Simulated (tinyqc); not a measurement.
Grain-boundary trapping model (Seto) of a polycrystalline semiconductor film: one step, computed by the program tinyqc. Command: `OMP_NUM_THREADS=1 python tinyqc.py 3027558 3027559 out.jsonl poly walk`. One thread of a shared host (Intel(R) Xeon(R) Processor @ 2.30GHz), about 0.01 s of CPU time with the checks.

Grains of equal size L are joined by thin boundaries with one trap level. Trapped carriers deplete a width W on each side and raise a barrier, crossed by thermionic emission. Dopants are fully ionised, statistics are non-degenerate and mu_g does not depend on T.

Question. Critical doping. If all traps fill, the grain is just depleted at N* = Q_t/L, with the barrier e Q_t L/(8 eps eps_0).

Inputs (values chosen for the exercise, modelled on polycrystalline germanium): permittivity eps = 16; grain size L = 250 nm; trap density Q_t = 4.1e+11 1/cm^2.

Grain interior: resistance included.

Constants: e = 1.602176634e-19 C; eps_0 = 8.8541878128e-12 F/m; k_B = 8.617333262e-05 eV/K.

Give: N*; barrier at N* with all traps filled.

Answer.

N* = 1.64e+16 1/cm^3

barrier at N* with all traps filled = 0.1449 V
